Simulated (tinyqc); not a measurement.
# MOSFET in saturation, small-signal circuit and noise: several studies

Bias by the inversion coefficient IC = I/Ispec (charge-based model with velocity saturation; weak inversion below 0.1, strong above 10). Common-source circuit: gm, gds, Cgs, Cgd and Cj at the inner nodes, Rg in series with the gate; quasi-static, no source or drain resistance, no gate-body capacitance, no substrate network, no induced gate noise, so fmax is an upper estimate.

Inputs (values chosen for the exercise): temperature T = 400 K; gate length L = 65 nm; total gate width W = 40 um; gate capacitance Cox = 2.12 uF/cm^2; mobility mu = 200 cm^2/(V s); slope factor n = 1.23; velocity-saturation length Ls = 15 nm; ratio gds/gm sg = 0.042; overlap and fringe capacitance per side Cov = 0.24 fF/um; drain junction capacitance Cj = 0.65 fF/um; sheet resistance of the gate Rsh = 15 ohm; finger width Wf = 4 um; gate contact and vertical resistance Rc = 50 ohm um; inversion coefficient IC = 2.8; short-channel excess of the noise factor gw = 0.05; oxide trap density Nt = 8.2e17 cm^-3 eV^-1; tunnelling length into the oxide lt = 0.1 nm; Coulomb scattering coefficient ac = 10000 V s/C.

Constants: q = 1.602176634e-19 C, kB = 1.380649e-23 J/K, Vt = kB T/q. Results are converted to the units shown.

Each table varies one quantity; the others keep the values above.

## Effect of the gate length on speed and noise

Ispec = 2 n mu Cox (W/L) Vt^2, lc = Ls/L, gms = [sqrt((lc IC + 1)^2 + 4 IC) - 1]/[2 + lc (lc IC + 1)], gm = gms Ispec/(n Vt), gds = sg gm. qs = [sqrt(1 + 4 IC) - 1]/2, Cgs = Cox W L qs (2 qs + 3)/(3 (qs + 1)^2) + Cov W, Cgd = Cov W, Cd = Cj W, Rg = Rsh (Wf/L)/(12 Nf) + Rc/W with Nf = W/Wf fingers (not rounded) contacted at both ends. fT = gm/(2 pi (Cgs + Cgd)), fmax = fT/(2 sqrt(Rg (gds + 2 pi fT Cgd))). Channel noise Sid = 4 kB T gam n gm with gam = (1/2 + (2/3) qs)/(1 + qs) + gw lc IC, qs = [sqrt(1 + 4 IC) - 1]/2, lc = Ls/L (the last term an empirical rise with velocity saturation); at the gate, white noise Sw = Sid/gm^2 + 4 kB T Rg. Number fluctuation with correlated mobility: S(f) = K/f, K = q^2 Vt lt Nt/(W L Cox^2) (1 + ac mu Cox I/gm)^2, Vt in eV with Nt per eV. Corner fc = K/Sw. IC is held fixed, and so is sg.

Result of one run:

| L (nm) | I (uA) | Rg (ohm) | fT (GHz) | fmax (GHz) | sqrt(Sw) (nV/Hz^0.5) | fc (MHz) |
|---|---|---|---|---|---|---|
| 32 | 4337 | 16.88 | 183.8 | 199.2 | 0.9299 | 330.8 |

What becomes of these results when the gate length L is changed from 32 to 130 nm, all else the same?

Result of the changed run:

| L (nm) | I (uA) | Rg (ohm) | fT (GHz) | fmax (GHz) | sqrt(Sw) (nV/Hz^0.5) | fc (MHz) |
|---|---|---|---|---|---|---|
| 130 | 1068 | 5.096 | 25.02 | 125.0 | 1.279 | 38.11 |

The whole series:

| L (nm) | I (uA) | Rg (ohm) | fT (GHz) | fmax (GHz) | sqrt(Sw) (nV/Hz^0.5) | fc (MHz) |
|---|---|---|---|---|---|---|
| 20 | 6940 | 26.25 | 285.2 | 200.7 | 0.9867 | 538.1 |
| 32 | 4337 | 16.88 | 183.8 | 199.2 | 0.9299 | 330.8 |
| 50 | 2776 | 11.25 | 107.1 | 183.8 | 0.9570 | 186.7 |
| 79 | 1757 | 7.579 | 55.68 | 158.2 | 1.067 | 91.76 |
| 130 | 1068 | 5.096 | 25.02 | 125.0 | 1.279 | 38.11 |
| 200 | 694.0 | 3.750 | 11.87 | 96.15 | 1.540 | 16.94 |
| 320 | 433.7 | 2.812 | 5.055 | 67.79 | 1.917 | 6.807 |
| 500 | 277.6 | 2.250 | 2.186 | 45.76 | 2.376 | 2.827 |

As L goes from 20 to 500 nm, fT falls from 285 to 2.19 GHz, fmax falls from 201 to 45.8 GHz, the white noise goes from 0.987 through a minimum of 0.930 (at L = 32 nm among the rows listed) to 2.38 nV/Hz^0.5 and the corner falls from 538 to 2.83 MHz. fT goes as L^(-0.93) between the first two rows and L^(-1.88) between the last two; with no overlap and no velocity saturation it would go as 1/L^2. For L = 130 to 500 nm fmax exceeds 4 fT, where channel resistance and substrate losses, left out here, would cap it.

## Effect of the finger width on speed and noise

Same model as above.

Corner fc = K/Sw. IC is held fixed.

The same in every row: I (uA) = 2135; fT (GHz) = 74.41.

Effect of the finger width on speed and noise:

| Wf (um) | Rg (ohm) | fmax (GHz) | sqrt(Sw) (nV/Hz^0.5) | fc (MHz) |
|---|---|---|---|---|
| 0.25 | 1.280 | 449.4 | 0.9226 | 151.0 |
| 0.5 | 1.370 | 434.4 | 0.9236 | 150.7 |
| 1 | 1.731 | 386.5 | 0.9279 | 149.3 |
| 2 | 3.173 | 285.4 | 0.9450 | 144.0 |
| 4 | 8.942 | 170.0 | 1.010 | 126.0 |
| 8 | 32.02 | 89.85 | 1.237 | 84.01 |

What does the comparison show?

As Wf goes from 0.25 to 8 um, fT stays at 74.4 GHz, fmax falls from 449 to 89.9 GHz, the white noise rises from 0.923 to 1.24 nV/Hz^0.5 and the corner falls from 151 to 84.0 MHz. The finger width leaves fT alone and acts through Rg, whose sheet part goes as Wf^2. For Wf = 0.25 to 1 um fmax exceeds 4 fT, where channel resistance and substrate losses, left out here, would cap it.

## Effect of the total gate width on speed and noise

Same model as above.

Corner fc = K/Sw. IC is held fixed.

The same in every row: fT (GHz) = 74.41; fmax (GHz) = 170.0; fc (MHz) = 126.0.

Results:

| W (um) | I (uA) | Rg (ohm) | sqrt(Sw) (nV/Hz^0.5) |
|---|---|---|---|
| 2 | 106.8 | 178.8 | 4.517 |
| 9.3 | 496.5 | 38.46 | 2.095 |
| 20 | 1068 | 17.88 | 1.429 |
| 43 | 2296 | 8.318 | 0.9743 |
| 93 | 4965 | 3.846 | 0.6625 |
| 200 | 1.068e4 | 1.788 | 0.4517 |

Estimate the missing row, W = 4.3 um.

Computed row:

| W (um) | I (uA) | Rg (ohm) | sqrt(Sw) (nV/Hz^0.5) |
|---|---|---|---|
| 4.3 | 229.6 | 83.18 | 3.081 |

With this row back in the table: As W goes from 2 to 200 um, fT stays at 74.4 GHz, fmax stays at 170 GHz, the white noise falls from 4.52 to 0.452 nV/Hz^0.5 and the corner stays at 126 MHz. Current, gm and capacitances scale with W and Rg with 1/W, so the frequencies stay while both noise powers fall as 1/W.

Numbers from tinyqc (`OMP_NUM_THREADS=1 python tinyqc.py 2150026 2150027 out.jsonl`; about 0.01 s on one thread of a shared Intel Xeon 2.30GHz).
